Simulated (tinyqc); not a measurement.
# Free and trapped electrons in a MOS channel with a dense trap tail, step by step

tinyqc, about 0.02 s, one thread, Intel Xeon 2.30GHz (shared host): `OMP_NUM_THREADS=1 python tinyqc.py 2222105 2222106 out.jsonl` Printed values are rounded.

p-type body, charge-sheet picture, full ionisation (an idealisation for deep acceptors), Boltzmann statistics for free electrons. e = Ec - EF at the surface. Acceptor-like traps of density D(E) = D0 + De exp(-E/Ew) at depth E below Ec, from 0 to Eu, hold n_t = integral of D(E)/(1 + exp((e - E)/Vt)). psi = Eg - Vt ln(Nv/Na) - e; N_dep = sqrt(2 eps0 eps_r Na (psi - Vt)/q); n_f = sqrt(N_dep^2 + 2 eps0 eps_r Vt Nc exp(-e/Vt)/q) - N_dep; Vg = Vfb + psi + q (N_dep + n_t + n_f)/Cox, Cox = eps0 eox/tox.

Values chosen for this exercise; band and dielectric values close to those of silicon: temperature T = 300 K; band gap Eg = 1.13 eV; relative permittivity eps_r = 11.7; conduction-band density of states at T Nc = 2.81e19 cm^-3; valence-band density of states at T Nv = 2.7e19 cm^-3; relative permittivity of the insulator eox = 3.9; insulator thickness tox = 33 nm; acceptor density Na = 8.3e16 cm^-3; flat-band voltage without trapped charge Vfb = -0.69 V; constant background density of acceptor-like traps D0 = 1.5e11 cm^-2 eV^-1; density of the tail at the conduction edge De = 3.4e13 cm^-2 eV^-1; decay energy of the tail Ew = 0.11 eV; depth below Ec down to which the traps reach Eu = 0.6 eV; mobility of free electrons mf = 180 cm^2/(V s); Ec - EF at the surface e = 0.116 eV.

Constants: q = 1.602176634e-19 C, kB = 1.380649e-23 J/K, Vt = kB T/q, eps0 = 8.8541878128e-14 F/cm where lengths are in cm. Results are converted to the units shown.

## Trapped charge

Trapezoid rule on 15 equal steps from 0 to Eu, f = 1/(1 + exp((e - E)/Vt)).

| point | E (eV) | D(E) f (cm^-2 eV^-1) |
|---|---|---|
| 0 | 0 | 3.800288e11 |
| 1 | 0.04 | 1.194484e12 |
| 2 | 0.08 | 3.299388e12 |
| 3 | 0.12 | 6.232181e12 |
| 4 | 0.16 | 6.841824e12 |
| 5 | 0.2 | 5.457149e12 |
| 6 | 0.24 | 3.953779e12 |
| 7 | 0.28 | 2.811929e12 |
| 8 | 0.32 | 2.003110e12 |
| 9 | 0.36 | 1.438585e12 |
| 10 | 0.4 | 1.045814e12 |
| 11 | 0.44 | 7.727289e11 |
| 12 | 0.48 | 5.828877e11 |
| 13 | 0.52 | 4.509195e11 |
| 14 | 0.56 | 3.591824e11 |
| 15 | 0.6 | 2.954119e11 |

n_t = 1.471267e12 cm^-2

With 1600 steps n_t = 1.473e12 cm^-2; the coarse value is 0.11 % below it.

## Charges and gate voltage

psi, N_dep, n_f and Vg as defined, with the n_t given; free share n_f/(n_f + n_t); apparent mobility mf n_f/(n_f + n_t); gate voltage spent on traps q n_t/Cox.

psi = 0.8644526 V
N_dep = 9.487324e11 cm^-2
n_f = 5.416794e10 cm^-2
Vg = 3.962715 V
free share = 3.550983 %
apparent mobility = 6.391769 cm^2/(V s)
gate voltage spent on traps = 2.252696 V
